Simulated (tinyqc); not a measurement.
Lateral field, substrate current, probability of reaching the oxide barrier and hot-carrier lifetime of a silicon transistor (pseudo-two-dimensional and lucky-electron models): one step, computed by the program tinyqc. Command: `OMP_NUM_THREADS=1 python tinyqc.py 3026391 3026392 out.jsonl hotcar walk`. One thread of a shared host (Intel(R) Xeon(R) Processor @ 2.30GHz), about 0.01 s of CPU time with the checks.

Local-field models: a lucky carrier gains its energy at the peak field over a path free of collisions. Voltages are magnitudes.

Question. Peak lateral field. C_ox = 3.9 eps_0/t; F_sat = 2 v_s/mu; V_Dsat = V_ov F_sat L/(V_ov + F_sat L), V_ov = V_G - V_T; I_D/W = C_ox v_s (V_ov - V_Dsat). Scale length l = 0.22 t^(1/3) x_j^(1/2) (all in cm); F_m = sqrt(((V_D - V_Dsat)/l_e)^2 + F_sat^2), with l_e = l; length of the velocity-saturated region l_e ln((V_D - V_Dsat)/(l_e F_sat) + F_m/F_sat).

Inputs (values chosen for the exercise, modelled on a silicon n-channel): channel length L = 1400 nm; oxide thickness t = 40 nm; junction depth x_j = 220 nm; mobility mu = 290 cm^2/(V s); saturation velocity v_s = 0.82 1e7 cm/s; threshold voltage V_T = 0.67 V; gate voltage V_G = 4.1 V; drain voltage V_D = 6 V; ionisation prefactor A_i = 2.3e+06 1/cm; ionisation field B_i = 1.73 MV/cm; hot-carrier mean free path lambda = 7 nm; oxide barrier phi_b = 3.1 eV; interface-trap threshold phi_it = 3.8 eV; lifetime constant H = 400 s microampere/micrometre.

Drain: abrupt.

Constants: eps_0 = 8.8541878128e-12 F/m.

Give: scale length l; peak field F_m; velocity-saturated length; energy gained over one free path, e lambda F_m.

Answer.

scale length l = 163.8 nm

peak field F_m = 227.3 kV/cm

velocity-saturated length = 338.8 nm

energy gained over one free path, e lambda F_m = 0.1591 eV
